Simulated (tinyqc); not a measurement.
Capacitance of parallel on-chip lines from Laplace's equation on a mesh: two steps of the calculation.

Cross-section of an endless row of equal lines between two grounded planes; neighbours are driven in antiphase (+1 V and -1 V), so the plane midway between two lines is at 0 V. By symmetry one quarter is solved: x runs from the centre of a line (column 0, mirror) to that midplane (column 5, 0 V), y from the mid-height of the line (row 0, mirror) to the ground plane (row 4, 0 V). The line fills columns 0 to 2 and rows 0 to 1 at 1 V. Cells beside the line (below row 1) have e2, cells above have e1. Each link between nodes has the conductance g = mean permittivity of the two cells beside it (a cell beyond a mirror counts as 0), and the free nodes obey sum g (V_neighbour - V) = 0.

Inputs (values chosen for the exercise):
```
symbol,value,unit,meaning
e1,2.4,,relative permittivity above and below the lines
e2,2.7,,relative permittivity between the lines
om,1.2,,over-relaxation factor
```

Constants: eps0 = 8.8541878128e-12 F/m. Results are converted to the units shown.

Question 1. Relaxation sweep. One sweep visits the free nodes row by row from row 0, left to right, and replaces V by V + om (weighted mean of the neighbours - V), using new values at once.

V at the start (V):
```
	col 0	col 1	col 2	col 3	col 4	col 5
row 0	1	1	1	0	0	0
row 1	1	1	1	0	0	0
row 2	0	0	0	0	0	0
row 3	0	0	0	0	0	0
row 4	0	0	0	0	0	0
```

gx:
```
	col 0	col 1	col 2	col 3	col 4
row 0	1.35	1.35	1.35	1.35	1.35
row 1	2.55	2.55	2.55	2.55	2.55
row 2	2.4	2.4	2.4	2.4	2.4
row 3	2.4	2.4	2.4	2.4	2.4
row 4	1.2	1.2	1.2	1.2	1.2
```

gy:
```
	col 0	col 1	col 2	col 3	col 4	col 5
row 0	1.35	2.7	2.7	2.7	2.7	1.35
row 1	1.2	2.4	2.4	2.4	2.4	1.2
row 2	1.2	2.4	2.4	2.4	2.4	1.2
row 3	1.2	2.4	2.4	2.4	2.4	1.2
```

Wanted: V after sweep 1.

Answer 1.

V after sweep 1 (V):
```
	col 0	col 1	col 2	col 3	col 4	col 5
row 0	1.000	1.000	1.000	0.300	0.090	0.000
row 1	1.000	1.000	1.000	0.395	0.147	0.000
row 2	0.300	0.390	0.417	0.244	0.117	0.000
row 3	0.090	0.144	0.168	0.124	0.072	0.000
row 4	0.000	0.000	0.000	0.000	0.000	0.000
```

Question 2. Capacitance per length. C = 4 eps0 sum g (difference of V)^2 over all links (twice the energy of the four quarters, line at 1 V). Plate estimate without fringing: eps0 [2 e1 w/hd + 2 e2 t/(s/2)], w = 4 hx, t = 2 hx, s/2 = 3 hx, hd = 3 hx.

converged V (V):
```
	col 0	col 1	col 2	col 3	col 4	col 5
row 0	1.0000000	1.0000000	1.0000000	0.5993252	0.2776291	0.0000000
row 1	1.0000000	1.0000000	1.0000000	0.5598360	0.2555955	0.0000000
row 2	0.6404504	0.6260438	0.5645221	0.3709918	0.1791224	0.0000000
row 3	0.3097139	0.2992026	0.2610529	0.1804867	0.0899023	0.0000000
row 4	0.0000000	0.0000000	0.0000000	0.0000000	0.0000000	0.0000000
```

gx:
```
	col 0	col 1	col 2	col 3	col 4
row 0	1.35	1.35	1.35	1.35	1.35
row 1	2.55	2.55	2.55	2.55	2.55
row 2	2.4	2.4	2.4	2.4	2.4
row 3	2.4	2.4	2.4	2.4	2.4
row 4	1.2	1.2	1.2	1.2	1.2
```

gy:
```
	col 0	col 1	col 2	col 3	col 4	col 5
row 0	1.35	2.7	2.7	2.7	2.7	1.35
row 1	1.2	2.4	2.4	2.4	2.4	1.2
row 2	1.2	2.4	2.4	2.4	2.4	1.2
row 3	1.2	2.4	2.4	2.4	2.4	1.2
```

Find: C; plate estimate.

Answer 2.

C = 143.0 aF/um
plate estimate = 88.54 aF/um

Program tinyqc, `OMP_NUM_THREADS=1 python tinyqc.py 2790139 2790140 out.jsonl`; Intel Xeon 2.30GHz, shared host, one thread, about 0.5 s.
